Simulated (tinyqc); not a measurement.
What moves the results: band edges of strained Si(1-x)Ge(x) on relaxed Si(1-y)Ge(y). A value that a table varies takes the place of the one given here.

Values are linear in the Ge fraction but for ED(x) = linear - CD x (1 - x) and a(x) = linear - Ca x (1 - x). Energies are on the common scale of Ev.

Coherent growth on a (001) face: e_par = (a(y) - a(x))/a(x), e_perp = -2 (C12/C11) e_par; exx = eyy = e_par, ezz = e_perp, no shear.

A valley with unit axis u lies at Ev + gap + (av + a_valley) tr(e) + Xu (u.e.u - tr(e)/3); the Delta axes are x, y, z and the L axes [111], [1-1-1], [-11-1], [-1-11]. The second-order shift of the Delta valleys under shear is left out; it lowers the pair normal to the sheared plane by tens of meV at a shear of 1 %.

Valence edges: Ev plus the levels of the 6 x 6 matrix of X, Y, Z times spin with -Dso/3 + l exx + m (eyy + ezz) on the diagonal (cyclic), n exy off it, l = av + 2 b, m = av - b, n = sqrt(3) d. Spin-orbit term (Dso/3) L.sigma on X, Y, Z with (L_k)_ij = -i epsilon_kij: <X+|H|Y+> = -i Dso/3, <X+|H|Z-> = Dso/3, <Y+|H|Z-> = -i Dso/3, <Z+|H|X-> = -Dso/3, <Z+|H|Y-> = i Dso/3, <X-|H|Y-> = i Dso/3, and their conjugates; + and - are the spin along z.

Coherent growth: e_par = (a(y) - a(x))/a(x). (001): e_perp = -2 (C12/C11) e_par; exx = eyy = e_par, ezz = e_perp, no shear. (111): e_perp = -(2 C11 + 4 C12 - 4 C44)/(C11 + 2 C12 + 4 C44) e_par; exx = eyy = ezz = (2 e_par + e_perp)/3 and exy = eyz = ezx = (e_perp - e_par)/3. (110): e_perp = -(C11 + 3 C12 - 2 C44)/(C11 + C12 + 2 C44) e_par; exx = eyy = (e_par + e_perp)/2, ezz = e_par, exy = (e_perp - e_par)/2, eyz = ezx = 0.

Values chosen for the exercise (end members near Si and Ge, in this order; the results hold for these values, not for the real material):
- a = (5.432, 5.656) angstrom (lattice constant)
- Dso = (0.044, 0.287) eV (spin-orbit splitting)
- av = (2.43, 1.24) eV (valence hydrostatic potential)
- b = (-2.1, -2.52) eV (tetragonal shear potential)
- d = (-4.73, -5.33) eV (trigonal shear potential)
- C11 = (163.6, 129.6) GPa
- C12 = (63.9, 48.3) GPa
- C44 = (79.7, 66.2) GPa
- Ev = (0, 0.64) eV (top of the unstrained valence band)
- ED = (1.169, 0.941) eV (gap to the Delta valleys)
- EL = (1.972, 0.742) eV (gap to the L valleys)
- aD = (1.84, 1.31) eV (hydrostatic potential of the Delta gap)
- aL = (-3.22, -2.6) eV (hydrostatic potential of the L gap)
- XuD = (9.2, 9.66) eV (uniaxial potential, Delta)
- XuL = (15.75, 14.88) eV (uniaxial potential, L)
- CD = 0.211 eV (bowing of the Delta gap)
- Ca = 0 angstrom (bowing of the lattice constant)
- face = 001 (growth face)
- y = 0.58 (Ge fraction of the relaxed buffer)
- x = 1 (Ge fraction of the layer)

## Composition of the layer

The buffer is kept. dEc = Ec(buffer) - Ec(layer), dEv = Ev(layer) - Ev(buffer); buffer edges Ev(y) and Ev(y) + min(ED, EL). The digit behind Delta or L counts whole valleys.

Results:

| x | e_par (%) | lowest valleys | gap (eV) | next valleys above (meV) | valence splitting (meV) | dEc (eV) | dEv (eV) |
|---|---|---|---|---|---|---|---|
| 0.03 | 2.27 | Delta2 | 0.803 | 372 | 241 | 0.313 | -0.130 |
| 0.17 | 1.68 | Delta2 | 0.844 | 277 | 173 | 0.250 | -0.109 |
| 0.31 | 1.10 | Delta2 | 0.890 | 182 | 107 | 0.176 | -0.081 |
| 0.45 | 0.53 | Delta2 | 0.940 | 87 | 48 | 0.090 | -0.045 |
| 0.72 | -0.56 | Delta4 | 0.897 | 94 | 42 | -0.014 | 0.102 |
| 0.86 | -1.12 | Delta4 | 0.818 | 86 | 76 | -0.040 | 0.208 |
| 1.00 | -1.66 | L4 | 0.723 | 24 | 104 | -0.054 | 0.316 |

How do the results move?

The gap is 0.803 eV in the first row and 0.723 eV in the last, with its largest listed value, 0.940 eV, at x = 0.45. The lowest valleys change: Delta2 to Delta4 between x = 0.45 and 0.72, Delta4 to L4 between x = 0.86 and 1.00. Per 0.1 of x the valence offset moves by +46 meV on average; the conduction offset lies between -54 and +313 meV. Electrons and holes sit on opposite sides in every row (type II). Offsets below about 30 meV are within the spread of parameter sets, so those rows do not settle the type. Strains above 2 % can be kept only in layers of a few nanometres.

## Composition of the buffer

The layer is kept. dEc = Ec(buffer) - Ec(layer), dEv = Ev(layer) - Ev(buffer); buffer edges Ev(y) and Ev(y) + min(ED, EL). The digit behind Delta or L counts whole valleys.

Results:

| y | e_par (%) | lowest valleys | gap (eV) | next valleys above (meV) | valence splitting (meV) | dEc (eV) | dEv (eV) |
|---|---|---|---|---|---|---|---|
| 0.45 | -2.18 | Delta4 | 0.687 | 30 | 121 | -0.087 | 0.414 |
| 0.53 | -1.86 | L4 | 0.721 | 3 | 112 | -0.079 | 0.354 |
| 0.61 | -1.54 | L4 | 0.724 | 36 | 100 | -0.038 | 0.294 |
| 0.69 | -1.23 | L4 | 0.728 | 70 | 85 | 0.005 | 0.233 |
| 0.76 | -0.95 | L4 | 0.731 | 99 | 70 | 0.045 | 0.181 |
| 0.84 | -0.63 | L4 | 0.735 | 132 | 50 | 0.084 | 0.120 |
| 0.92 | -0.32 | L4 | 0.738 | 166 | 26 | 0.042 | 0.060 |

How do the results move?

The gap is 0.687 eV in the first row and 0.738 eV in the last. The lowest valleys change: Delta4 to L4 between y = 0.45 and 0.53. Per 0.1 of y the valence offset moves by -75 meV on average; the conduction offset lies between -87 and +84 meV, not monotonically. Both carriers sit on one side for y = 0.69, 0.76, 0.84 and 0.92, and on opposite sides elsewhere. Offsets below about 30 meV are within the spread of parameter sets, so those rows do not settle the type. Strains above 2 % can be kept only in layers of a few nanometres.

## The same layer on three faces

dEc = Ec(buffer) - Ec(layer), dEv = Ev(layer) - Ev(buffer); buffer edges Ev(y) and Ev(y) + min(ED, EL). The digit behind Delta or L counts whole valleys.

Results:

| face | e_par (%) | lowest valleys | gap (eV) | next valleys above (meV) | valence splitting (meV) | dEc (eV) | dEv (eV) | Delta spread (meV) | L spread (meV) |
|---|---|---|---|---|---|---|---|---|---|
| (001) | -1.66 | L4 | 0.723 | 24 | 104 | -0.054 | 0.316 | 280 | 0 |
| (111) | -1.66 | L3 | 0.665 | 170 | 102 | 0.014 | 0.306 | 0 | 304 |
| (110) | -1.66 | L2 | 0.616 | 141 | 104 | 0.060 | 0.309 | 117 | 241 |

What can be read from the table?

On (001) only the Delta valleys split (280 meV), on (111) only the L valleys (304 meV), on (110) both (117 and 241 meV). The lowest valleys are L4 on (001), L3 on (111) and L2 on (110); the smallest gap is 0.616 eV on (110) and the largest 0.723 eV on (001).

## What each parameter does

dEc = Ec(buffer) - Ec(layer), dEv = Ev(layer) - Ev(buffer); buffer edges Ev(y) and Ev(y) + min(ED, EL). Each row changes one parameter from the base and keeps the others.

Results:

| case | gap (eV) | valence splitting (meV) | dEc (eV) | dEv (eV) |
|---|---|---|---|---|
| base | 0.7231 | 104.5 | -0.0538 | 0.3161 |
| x = 0.97 | 0.7614 | 98.6 | -0.0687 | 0.2926 |
| y = 0.61 | 0.7244 | 99.7 | -0.0382 | 0.2935 |
| CD = 0.261 eV | 0.7231 | 104.5 | -0.0660 | 0.3161 |
| XuL = (18.112, 17.112) eV | 0.7231 | 104.5 | -0.0538 | 0.3161 |
| Dso = (0.051, 0.33) eV | 0.7231 | 109.8 | -0.0538 | 0.3161 |
| b = (-2.415, -2.898) eV | 0.7121 | 113.4 | -0.0538 | 0.3271 |
| av = (2.794, 1.426) eV | 0.7231 | 104.5 | -0.0499 | 0.3122 |
| XuD = (10.58, 11.109) eV | 0.7231 | 104.5 | -0.0538 | 0.3161 |

What can be read from the table?

The largest shifts from the base row, up to three for each result and ties (the steps differ in size, so this ranks the rows, not the parameters). gap (eV): x +0.0383, b -0.0110, y +0.0014; unchanged at the printed digits by CD, XuL, Dso, av and XuD. valence splitting (meV): b +8.9, x -5.9, Dso +5.4; unchanged at the printed digits by CD, XuL, av and XuD. dEc (eV): y +0.0156, x -0.0148, CD -0.0122; unchanged at the printed digits by XuL, Dso, b and XuD. dEv (eV): x -0.0235, y -0.0226, b +0.0110; unchanged at the printed digits by CD, XuL, Dso and XuD. The lowest valleys of the layer are L4, so among the conduction-band potentials only those of that family reach the gap and dEc; the buffer is unstrained. A shift large enough to swap the lowest family would change that.

tinyqc: `OMP_NUM_THREADS=1 python tinyqc.py 1051392 1051393 out.jsonl`; about 0.01 s, one thread, shared Intel(R) Xeon(R) Processor @ 2.30GHz.
